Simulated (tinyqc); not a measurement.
Cluster expansion of a binary alloy: correlations, fit, cross-validation and ground states: one step, computed by the program tinyqc.

s = +1 for A and -1 for B. Energy per site E = J0 + J1 P(point) + sum over clusters of m V P, with P the mean product of spins; V > 0 on a pair favours unlike neighbours. Clusters per site m: pair 1 6, pair 2 3, pair 3 12, triplet 8; the triplet is the triangle of first neighbours. Formation energies are counted from the line between pure A and pure B, which removes J0 and J1.

Task: The random alloy and its short-range order. Random alloy: P(pair) = p^2, P(triplet) = p^3, p = 1 - 2x, so H_mix = (p^2 - 1) sum m V(pairs) + (p^3 - p) m Vt; G_mix = H_mix + k_B T [x ln x + (1 - x) ln(1 - x)]. To first order in 1/T the Warren-Cowley parameter of shell 1 is alpha_1 = -(1 - p^2) V_eff/(k_B T), V_eff = V1 + (number of triplets on a first-neighbour bond) p Vt, that number being 4.

Inputs (values chosen for the exercise, for a model alloy):

| quantity | value | unit |
|---|---|---|
| first-pair interaction V1 | 25.1 | meV |
| second-pair interaction V2 | -7.9 | meV |
| third-pair interaction V3 | 0.43 | meV |
| triplet interaction Vt | 3.3 | meV |
| temperature T | 1900 | K |
| fraction x of B | 0.86 | - |

Lattice: fcc.

Constants: k_B = 8.617333262e-05 eV/K.

Give: mixing enthalpy H_mix; mixing free energy G_mix; alpha_1.

Result:

mixing enthalpy H_mix = -54.45 meV/site

mixing free energy G_mix = -120.8 meV/site

alpha_1 = -0.04587

alpha_1 < 0: unlike neighbours are preferred.
